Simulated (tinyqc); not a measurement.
Inside a calculation. Method: Jacobi rotations on a symmetric matrix. One step of it, computed by the program tinyqc.

Task: Jacobi rotation 2. Take the largest off-diagonal element A_pq; tan 2 theta = 2 A_pq / (A_qq - A_pp) with |theta| <= pi/4; A' = J^T A J with J_pp = J_qq = cos, J_pq = sin, J_qp = -sin.

A':
```
           1          2          3          4          5          6
1   0.607000   0.029000   0.553052  -0.071000   0.554000   0.232857
2   0.029000   0.631000   0.825162   0.272000  -0.204000  -0.207588
3   0.553052   0.825162  -0.185374  -1.322401  -0.647180   0.000000
4  -0.071000   0.272000  -1.322401   1.220000  -0.205000  -0.006698
5   0.554000  -0.204000  -0.647180  -0.205000   1.382000  -0.122812
6   0.232857  -0.207588   0.000000  -0.006698  -0.122812   2.248374
```

Give: p, q, theta; A'.

Result:

p, q, theta (rad): 3.0000  4.0000  -0.5412

A':
```
         1        2        3        4        5        6
1   0.6070   0.0290   0.4374  -0.3458   0.5540   0.2329
2   0.0290   0.6310   0.8474  -0.1920  -0.2040  -0.2076
3   0.4374   0.8474  -0.9802   0.0000  -0.6603  -0.0035
4  -0.3458  -0.1920   0.0000   2.0148   0.1577  -0.0057
5   0.5540  -0.2040  -0.6603   0.1577   1.3820  -0.1228
6   0.2329  -0.2076  -0.0035  -0.0057  -0.1228   2.2484
```
